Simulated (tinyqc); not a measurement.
# Changing the width sigma of the defect charge

Model: finite-size error of a charged defect in a periodic cell: Madelung and Makov-Payne terms. Computed by tinyqc, a small Python program. Command: `OMP_NUM_THREADS=1 python tinyqc.py 3004891 3004892 out.jsonl imagecharge sweep`. One thread of a shared host (Intel(R) Xeon(R) Processor @ 2.30GHz), about 0.1 s of CPU time with the checks.

L is the cube root of the cell volume. The defect charge is a Gaussian, rho(r) = q (2 pi sigma^2)^(-3/2) exp(-r^2/2 sigma^2), repeated periodically in a uniform neutralising background and screened by a continuum. The model cell energy is E(L) = E_0 + [periodic - isolated electrostatic energy].

Inputs (values chosen for the exercise, with screening close to that of GaN):

| quantity | value | unit |
|---|---|---|
| charge q | 1 | e |
| cell length L | 19.6 | angstrom |
| dielectric constant eps | 9.35 | - |
| formation energy of the isolated defect E_0 | 3.878 | eV |

Supercell lattice: sc. Screening: isotropic.

Constants: e^2/(4 pi eps_0) = 14.39964548 eV angstrom.

Method:
- Cell vectors: (1,0,0), (0,1,0), (0,0,1), scaled to volume L^3.
- Ewald sum for a unit point charge: scale each Cartesian component of the cell by 1/sqrt(eps_i), giving R', G' and V'; E = [ (1/2) sum erfc(eta R')/R' + (2 pi/V') sum exp(-G'^2/4 eta^2)/G'^2 - eta/sqrt(pi) - pi/(2 V' eta^2) ] e^2/(4 pi eps_0) / sqrt(eps_x eps_y eps_z), over n_i = -6..6, omitting n = (0,0,0), eta = 2/V'^(1/3). alpha = -2 E eps_g L/(e^2/(4 pi eps_0)), eps_g = (eps_x eps_y eps_z)^(1/3).
- Periodic energy of the Gaussian: (2 pi q^2/V) sum_(G != 0) exp(-sigma^2 G^2)/(G.eps.G) x e^2/(4 pi eps_0), n_i = -k..k with k = max(9, L/sigma rounded up). Isolated energy: q^2/(2 sqrt(pi) sigma) <1/(n.eps.n)> e^2/(4 pi eps_0), the mean over directions n, here 1/eps.

One run for each value:

| width sigma of the defect charge (angstrom) | finite-size error (eV) | isolated energy (eV) | point-charge correction -q^2 E (eV) |
|---|---|---|---|
| 0.70 | -0.11084 | 0.62064 | 0.11147 |
| 0.88 | -0.11048 | 0.49369 | 0.11147 |
| 1.10 | -0.10992 | 0.39495 | 0.11147 |
| 1.40 | -0.10895 | 0.31032 | 0.11147 |
| 1.80 | -0.10731 | 0.24136 | 0.11147 |
| 2.20 | -0.10525 | 0.19748 | 0.11147 |
| 2.80 | -0.10139 | 0.15516 | 0.11147 |
| 3.50 | -0.09574 | 0.12413 | 0.11147 |

Over the rows, finite-size error (eV) rises from -0.111 to -0.0957 (exponent d ln y / d ln x -0.014 between the first rows and -0.26 between the last); isolated energy (eV) falls from 0.621 to 0.124 (exponent d ln y / d ln x about -1.0 throughout); point-charge correction -q^2 E (eV) does not change. The exponent of isolated energy stays at -1: the self-energy goes as 1/sigma. The true error shrinks from 99 % to 86 % of the point-charge term as the charge spreads: a delocalised charge needs less correction.
